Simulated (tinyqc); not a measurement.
Changing the three-body strength lambda: Stillinger-Weber potential for a tetrahedral semiconductor. Computed by tinyqc, a small Python program. Command: `OMP_NUM_THREADS=1 python tinyqc.py 3011599 3011600 out.jsonl swsi sweep`. One thread of a shared host (Intel(R) Xeon(R) Processor @ 2.30GHz), about 0.08 s of CPU time with the checks.

With x = r/sigma: pair term eps A (B x^-4 - 1) exp(1/(x - a)); for each pair of neighbours j, k of atom i, three-body term eps lambda exp(gamma/(x_ij - a) + gamma/(x_ik - a)) (cos theta_jik + 1/3)^2; both vanish beyond x = a. A = 7.049556277, B = 0.6022245584, a = 1.8.

Inputs (values chosen for the exercise, modelled on germanium): energy scale eps = 1.942 eV; length scale sigma = 2.168 angstrom; gamma = 1.1.

Constants: 1 eV/angstrom^3 = 160.2176634 GPa.

Method. All angles are tetrahedral, so only the pair term acts; its minimum lies at x = 2^(1/6) with depth eps, and second neighbours lie beyond the cut-off. a0 = 4 d/sqrt3; E = -2 eps per atom. Second derivatives of the energy per atom, volume a0^3/8: e_xx gives C11, e_xx = -e_yy gives 2 (C11 - C12), e_xy = e_yx = h/2 gives the unrelaxed C44(0). Under that shear the second sublattice shifts by u_z; minimising over u_z gives C44 = C44(0) - E_hu^2/(E_uu V) and Kleinman's zeta = |E_hu/E_uu|/(a0/4). The optical force constant is k = 4 E_uu, with M omega^2 = k at the zone centre.

One run for each value:
```
three-body strength lambda,C44 (GPa),internal strain zeta,C11 (GPa),C12 (GPa),unrelaxed C44(0) (GPa)
2,7.44,0.93947,87.15,79.394,82.84
5,17.55,0.85731,94.91,75.515,84.13
10,32.04,0.73941,107.83,69.052,86.29
15,44.22,0.64036,120.76,62.588,88.44
21,56.50,0.54057,136.27,54.832,91.03
30,71.34,0.41982,159.54,43.198,94.91
40,84.26,0.31478,185.40,30.271,99.21
60,102.89,0.16328,237.10,4.417,107.83
```

Over the rows, C44 (GPa) rises from 7.44 to 103 (exponent d ln y / d ln x 0.94 between the first rows and 0.49 between the last); internal strain zeta falls from 0.939 to 0.163 (exponent d ln y / d ln x -0.100 between the first rows and -1.6 between the last); C11 (GPa) rises from 87.1 to 237 (exponent d ln y / d ln x 0.093 between the first rows and 0.61 between the last). At the low end the exponent of C44 is 0.94, close to 1: without bond bending the relaxed lattice has no shear stiffness. (C11 + 2 C12)/3 stays at 81.98 GPa, since uniform compression bends no bond, while (C11 - C12)/2 is proportional to lambda, 1.939 GPa per unit.

Caution (all rows): the original fit to silicon is too soft in shear (C44) and too stiff for the optical mode.

Extremes, crossings and ranges named in words are read from the listed rows.
